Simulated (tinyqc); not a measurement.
Comparisons within one model: Bethe-Salpeter matrix of a two-band square lattice (Tamm-Dancoff form). A value that a table varies takes the place of the one given here.

One valence and one conduction band, lattice period 1, mesh k = 2 pi j/N along each axis (first index slowest). Pair energies D(k) = Eg + 2 t sum(1 - cos k), t = tc + tv. Screened attraction W(R) = U at R = 0 and V/|R| otherwise, R over the N x N cells with the nearest image; W(q) = sum_R W(R) cos(q R). H(k, k') = D(k) delta - W(k - k')/Nk + 2 J/Nk for singlets (J = 0 for triplets), Nk the number of k points. With a constant transition dipole the strength of a state is f = (sum_k A_k)^2/Nk, and the f sum to 1.

Parameters, chosen for this exercise: Eg = 5.6 eV (quasiparticle gap); tc = 0.27 eV (conduction hopping); tv = 0.15 eV (valence hopping); U = 1.96 eV (attraction in the same cell); V = 1.02 eV (attraction at one cell distance); J = 0.56 eV (exchange in the same cell); fs = (0.2, 0.4, 0.7, 1, 1.4, 2, 2.6) (scale factors of U and V).

## Convergence with the k mesh

Lowest triplet and singlet, and f of the singlet, against N.

Results:

| N | Eg - E triplet (eV) | Eg - E singlet (eV) | f singlet |
|---|---|---|---|
| 3 | 1.1404 | 0.8783 | 0.1226 |
| 4 | 1.0129 | 0.7397 | 0.1110 |
| 6 | 0.9558 | 0.6392 | 0.1218 |
| 9 | 0.9499 | 0.6115 | 0.1385 |
| 14 | 0.9497 | 0.6096 | 0.1407 |
| 22 | 0.9497 | 0.6096 | 0.1408 |
| 36 | 0.9497 | 0.6096 | 0.1408 |

What does this show, and why?

The coarsest mesh misjudges the singlet binding by +0.2687 eV against the finest: a mesh of N points along an axis repeats the pair every N cells. The triplet is within 1 meV of the last row from N = 9 on. The singlet is within 1 meV of the last row from N = 14 on. The more tightly bound triplet is the smaller object in R, so it needs no more points than the singlet.

## Strength of the attraction

Triplets, N = 24; U and V scaled together, as weaker screening would do. f is the weight at R = 0.

Results:

| scale | U/t | binding (eV) | f | Eg - second level (eV) |
|---|---|---|---|---|
| 0.20 | 0.93 | 0.0685 | 0.062 | 0.0127 |
| 0.40 | 1.87 | 0.2209 | 0.170 | 0.0424 |
| 0.70 | 3.27 | 0.5450 | 0.354 | 0.1370 |
| 1.0 | 4.67 | 0.9497 | 0.523 | 0.2768 |
| 1.4 | 6.53 | 1.5725 | 0.687 | 0.5211 |
| 2.0 | 9.33 | 2.6070 | 0.823 | 0.9688 |
| 2.6 | 12.13 | 3.7013 | 0.889 | 1.4877 |

What does this show?

The binding grows with exponent 1.69 between scales 0.2 and 0.4 and 1.34 over the last two rows (about 2 for a wide, hydrogen-like pair, 1 for a pair held in one cell). f rises from 0.062 to 0.889. On this mesh a second level lies below the gap from scale 0.2 on; in an infinite lattice the tail V/|R| binds a whole series at any scale. 

## What each parameter does

N = 24: lowest singlet, its binding and f, and the singlet-triplet splitting. Each row changes one parameter from the base and keeps the others.

Results:

| case | singlet (eV) | binding (eV) | f | splitting (eV) |
|---|---|---|---|---|
| base | 4.9904 | 0.6096 | 0.141 | 0.3401 |
| Eg = 5.8 eV | 5.1904 | 0.6096 | 0.141 | 0.3401 |
| tc = 0.35 eV | 5.0243 | 0.5757 | 0.128 | 0.2881 |
| tv = 0.09 eV | 4.9615 | 0.6385 | 0.151 | 0.3900 |
| U = 1.57 eV | 5.0342 | 0.5658 | 0.089 | 0.2133 |
| V = 1.12 eV | 4.9228 | 0.6772 | 0.133 | 0.3161 |
| J = 0.84 eV | 5.0480 | 0.5520 | 0.074 | 0.3977 |

What does this show?

The largest shifts from the base row, up to three for each result and ties (the steps differ in size, so this ranks the rows, not the parameters). singlet (eV): Eg +0.2000, V -0.0676, J +0.0576. binding (eV): V +0.0676, J -0.0576, U -0.0438; unchanged at the printed digits by Eg. f: J -0.067, U -0.052, tc -0.013; unchanged at the printed digits by Eg. splitting (eV): U -0.1268, J +0.0576, tc -0.0521; unchanged at the printed digits by Eg. At zero total momentum only the sum tc + tv enters.

Program tinyqc; command `OMP_NUM_THREADS=1 python tinyqc.py 1281244 1281245 out.jsonl`; about 0.7 s on one thread of a shared Intel(R) Xeon(R) Processor @ 2.30GHz.
